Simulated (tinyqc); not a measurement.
Resonant-tunnelling diode, transfer matrices and Tsu-Esaki current: one step of the calculation.

Emitter (band edge 0), barrier d1, well Lw, barrier d2, collector (edge -V). The bias drops linearly over these layers and none in the contacts; each layer is cut into ns equal slices, flat at the value of their centres. E is the energy of motion across the layers, C = hbar^2/(2 m0), psi and psi'/m are continuous. Transport is coherent, T(E) is taken as independent of the transverse momentum, and charge in the well is ignored.

Problem. Slices under bias. U = edge of the layer - V x/Lt at the centre x of each slice, Lt the summed thickness.

Parameters, values chosen for the exercise; masses and offsets close to those of InGaAs wells and InP barriers:
- mw = 0.041 m0 (mass in the well, spacer and contacts)
- U1 = 0.23 eV (barrier height)
- m1 = 0.082 m0 (barrier mass)
- d1 = 2.8 nm (emitter barrier)
- Lw = 5.5 nm (well width)
- d2 = 2.8 nm (collector barrier)
- ns = 2 (slices in each layer)
- V = 0.062 V (bias of the collector)

Wanted: U; m; width.

Solution.

U, slice 0 to 5 (eV): [0.2261, 0.2183, -0.0233, -0.0387, 0.1797, 0.1719]
m, slice 0 to 5 (m0): [0.082, 0.082, 0.041, 0.041, 0.082, 0.082]
width, slice 0 to 5 (nm): [1.400, 1.400, 2.750, 2.750, 1.400, 1.400]

Computed by the program tinyqc: `OMP_NUM_THREADS=1 python tinyqc.py 2600005 2600006 out.jsonl`, one thread of a shared Intel Xeon 2.30GHz, about 0.1 s for the whole run.
